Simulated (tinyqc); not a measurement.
What each integral does: Slater-Koster d bands of a bcc metal.

Inputs chosen for the exercise (of the size met in Ta; shifted at random, so the results belong to these values and not to a real crystal):
- dds = -1.499 eV (dd sigma)
- ddp = 0.645 eV (dd pi)
- ddd = -0.135 eV (dd delta)
- f2 = 0.64 (factor on all three integrals for second neighbours)

Levels at Gamma, E(t2g) = (8/3) dds + (16/9) ddp + (32/9) ddd + f2 (4 ddp + 2 ddd), E(eg) = (16/3) ddp + (8/3) ddd + f2 (3 dds + 3 ddd), and W = sqrt(12 mu2), the width of a rectangular band with the same second moment mu2 = z (dds^2 + 2 ddp^2 + 2 ddd^2)/5, z = 8 + 6 f2^2. Each row changes one parameter from the base and keeps the others.

Results:

| case | t2g (eV) | eg (eV) | W (eV) |
|---|---|---|---|
| base | -1.8523 | -0.0573 | 8.8427 |
| dds = -1.7239 eV | -2.4520 | -0.4891 | 9.8176 |
| ddp = 0.5483 eV | -2.2717 | -0.5730 | 8.5089 |
| ddd = -0.1552 eV | -1.9499 | -0.1499 | 8.8593 |
| f2 = 0.736 | -1.6305 | -0.5279 | 9.1717 |

The largest shifts from the base row, up to three for each result and ties (the steps differ in size, so this ranks the rows, not the parameters). t2g (eV): dds -0.5997, ddp -0.4195, f2 +0.2218. eg (eV): ddp -0.5157, f2 -0.4706, dds -0.4318. W (eV): dds +0.9749, ddp -0.3338, f2 +0.3290. The ratio of the shifts of t2g and eg names the integral: it is the ratio of the coefficients in the two formulas.

Program tinyqc; command `OMP_NUM_THREADS=1 python tinyqc.py 1482853 1482854 out.jsonl`; about 0.06 s on one thread of a shared Intel(R) Xeon(R) Processor @ 2.30GHz.
